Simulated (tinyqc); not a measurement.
bcc against fcc: Finnis-Sinclair potential for a bcc metal: fit to cohesion and elasticity, then vacancy, surfaces and structure. Computed by tinyqc, a small Python program. Command: `OMP_NUM_THREADS=1 python tinyqc.py 3112678 3112679 out.jsonl fsfit walk`. One thread of a shared host (Intel(R) Xeon(R) Processor @ 2.30GHz), about 0.01 s of CPU time with the checks.

E = (1/2) sum V(r) - A sqrt(rho), rho = sum phi(r), phi = (r - d)^2 for r < d, V = (r - c)^2 (c0 + c1 r + c2 r^2) for r < c. In bcc the 8 first neighbours lie at sqrt(3) a/2 and the 6 second at a; both cut-offs lie below the third shell; Omega = a^3/2; E is per atom and z the number of atoms in a shell. The four constants A, c0, c1, c2 are fitted to E_c, zero pressure, B and C12 - C44 alone, so C44 and C11 - C12 are not matched singly; defects are unrelaxed.

Inputs (values chosen for the exercise, modelled on tantalum): lattice constant a = 3.306 angstrom; cohesive energy E_c = 8.17 eV; target C11 = 272 GPa; target C12 = 160 GPa; target C44 = 81.6 GPa; density cut-off d/a = 1.215; pair cut-off c/a = 1.276.

Constants: 1 eV/angstrom^3 = 160.2176634 GPa.

Method:
- rho = sum z phi, rho1 = sum z r phi', rho2 = sum z r^2 phi''. At zero pressure the effective pair part V + 2 F' phi obeys C12 = C44, so C12 - C44 = F'' (rho1/3)^2/Omega with F'' = A/(4 rho^(3/2)); this gives A.
- With v_k = (r - c)^2 r^k the rows are (1/2) sum z v_k, (1/2) sum z r v_k' and (1/2) sum z r^2 v_k''. With rho1 = sum z r phi' and rho2 = sum z r^2 phi'' the right-hand sides are: -E_c + A sqrt(rho) (cohesion); A rho1/(2 sqrt(rho)) (zero pressure); 9 B Omega + A [rho2/(2 sqrt(rho)) - rho1^2/(4 rho^(3/2))] with B = (C11 + 2 C12)/3.
- Solve the three equations.
- E of each lattice against the volume per atom, as a multiple of Omega; all neighbours inside the cut-offs are summed.

c0, c1, c2 (eV/angstrom^2, eV/angstrom^3, eV/angstrom^4): [0.020383, 0.887883, -0.289207]

A = 2.45135 eV/angstrom

Energies (eV/atom):
```
V/Omega      bcc      fcc  fcc less bcc (meV)
0.80     -7.6377  -7.4717              165.93
0.84     -7.8415  -7.6010              240.49
0.88     -7.9918  -7.7026              289.18
0.92     -8.0936  -7.7827              310.84
0.96     -8.1516  -7.8394              312.18
1.00     -8.1700  -7.8781              291.94
1.05     -8.1434  -7.9093              234.07
1.10     -8.0680  -7.9044              163.66
1.20     -7.7958  -7.7715               24.29
```

What does the comparison show, and why?

The lowest fcc row, at V/Omega = 1.05, lies +261 meV from the bcc minimum: the fit keeps bcc stable, though nothing in it asked for that.

Extremes, crossings and ranges named in words are read from the listed rows.
